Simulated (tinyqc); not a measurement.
What moves the results: double quantum well by finite differences. A value that a table varies takes the place of the one given here.

Finite differences on points z_i at the centres of cells of width h: H_ii = (c/h^2)(1/m_(i-1/2) + 1/m_(i+1/2)) + V_i, H_(i,i+1) = -(c/h^2)/m_(i+1/2), where m_(i+1/2) is the mean of the masses at the two points (the end values are repeated outwards), psi = 0 on the points beyond both ends, c = hbar^2/2m0. The field adds e F (z - z0) with z0 the middle of the structure; 1 kV/cm = 1e-5 eV/angstrom.

Constants: hbar^2/2m0 = 3.80998211 eV angstrom^2.

Parameters, chosen for this exercise (near those of a GaAs well in AlGaAs; shifted at random, so the results belong to these values and not to a real crystal):
- layers = ((68, 0.17, 0.0844), (68, 0, 0.0657), (34, 0.17, 0.0844), (51, 0, 0.0657), (68, 0.17, 0.0844)) (each layer: thickness in angstrom, band edge in eV, mass in m0)
- hf = 1.0625 angstrom (cell width of the fine grid)
- Fs = (0, 6.67, 13.3, 20, 26.7, 33.3, 40) kV/cm (fields)
- F = 0 kV/cm (field along z)
- ws = (4.25, 8.5, 12.75, 17, 25.5, 34, 51) angstrom (widths of the middle barrier)

## Stark shift

Fine grid. Perturbation theory: dE1 = e F z_11 - beta (e F)^2 with beta = sum_j z_1j^2/(E_j - E_1) over the 13 next levels at zero field, z from z0.

Levels against field:
```
F (kV/cm)  E1 (eV)  E2 (eV)  dE1 (meV)  second order (meV)  <z - z0> (angstrom)  E2 - E1 (meV)
0           0.0450   0.0661       0.00                0.00                -34.3           21.0
6.67        0.0426   0.0690      -2.42               -2.45                -38.0           26.4
13.3        0.0400   0.0720      -5.03               -5.22                -40.3           32.0
20.0        0.0372   0.0751      -7.78               -8.35                -41.8           37.8
26.7        0.0344   0.0782     -10.62              -11.82                -42.9           43.8
33.3        0.0315   0.0813     -13.48              -15.56                -43.9           49.7
40.0        0.0286   0.0843     -16.45              -19.68                -44.7           55.7
```

z_11 = -34.31 angstrom
beta = 3.726e+04 angstrom^2/eV

The state sits -34.3 angstrom off the middle at zero field, so the shift starts linearly in F. At 40 kV/cm E1 has moved by -16.45 meV, where second order gives -19.68 meV; the two first part by more than 10 % at 26.7 kV/cm. The electron moves by -10.4 angstrom, against the rise of the potential. E2 - E1 grows with the field; the ends are 21.0 and 55.7 meV.

## Order of mass and momentum

Fine grid. Hermitian kinetic operators m^a p m^b p m^a with 2a + b = -1: H_ii = (c/h^2) m_i^(2a) (m_(i-1/2)^b + m_(i+1/2)^b) + V_i, H_(i,i+1) = -(c/h^2) m_i^a m_(i+1)^a m_(i+1/2)^b; BenDaniel-Duke is a = 0. The halved form has H_ii = 2c/(h^2 m_i) + V_i and H_(i,i+1) = -(c/2h^2)(1/m_i + 1/m_(i+1)). The shifts are measured against BenDaniel-Duke; the last column repeats E1 with cells of hf/4.

Levels (eV):
```
operator                            E1      E2  E1 - E1(BDD) (meV)  E1 at hf/4
BenDaniel-Duke                  0.0450  0.0661                 0.0      0.0450
(1/m) p^2 + p^2 (1/m), halved   0.0416  0.0628                -3.4     -0.0083
m^(-1/2) p^2 m^(-1/2)           0.0518  0.0760                 6.8      0.0518
m^(-1/4) p m^(-1/2) p m^(-1/4)  0.0484  0.0710                 3.4      0.0484
one mass, the smallest          0.0477  0.0718                 2.7      0.0477
```

The three forms m^a p m^b p m^a span 6.8 meV in E1, 32 % of E2 - E1; they differ only at the mass steps (largest to smallest mass 1.28), where m^a psi is the continuous quantity. Dropping the mass step altogether moves E1 by +2.7 meV. Refining the grid moves the halved form by -49.9 meV, against at most 0.02 meV for the other three: at an abrupt step it has no limit as the grid is refined.

## Middle barrier of the double well

Fine grid, zero field, the third layer set to each width in turn. kappa = sqrt(m (V - E)/c) in that layer at the mean of E1 and E2 of the last row.

Splitting:
```
width (angstrom)  E1 (eV)  E2 (eV)  E2 - E1 (meV)  ln(E2 - E1)
4.25               0.0285   0.0816          53.14        3.973
8.50               0.0333   0.0778          44.44        3.794
12.75              0.0370   0.0745          37.53        3.625
17.00              0.0397   0.0719          32.13        3.470
25.50              0.0432   0.0681          24.90        3.215
34.00              0.0450   0.0661          21.04        3.047
51.00              0.0462   0.0645          18.30        2.907
```

kappa = 0.0504 1/angstrom

The splitting falls from 53.1 to 18.30 meV; the last slope of its logarithm is -0.0082 per angstrom, far from -kappa = -0.0504: the wells differ in width, so E2 - E1 levels off at the detuning of the two single-well levels.

## Thickness of the outer barriers

Fine grid, zero field, both outer layers set to each thickness in turn.

Levels (eV):
```
outer layers (angstrom)       E1       E2       E3
17.000                   0.04922  0.07421  0.19424
34.000                   0.04570  0.06753  0.17629
68.000                   0.04502  0.06607  0.16699
136.000                  0.04501  0.06601  0.16393
272.000                  0.04501  0.06601  0.16344
```

Which of the three levels are properties of the well, and how thick must the outer layers be?

E1 is bound, and within 0.1 meV of the last row from 68 angstrom on. E2 is bound, and within 0.1 meV of the last row from 68 angstrom on. E3 is bound, and within 0.1 meV of the last row from 272 angstrom on, which only the last row itself meets.

tinyqc: `OMP_NUM_THREADS=1 python tinyqc.py 1282243 1282244 out.jsonl`; about 0.04 s, one thread, shared Intel(R) Xeon(R) Processor @ 2.30GHz.
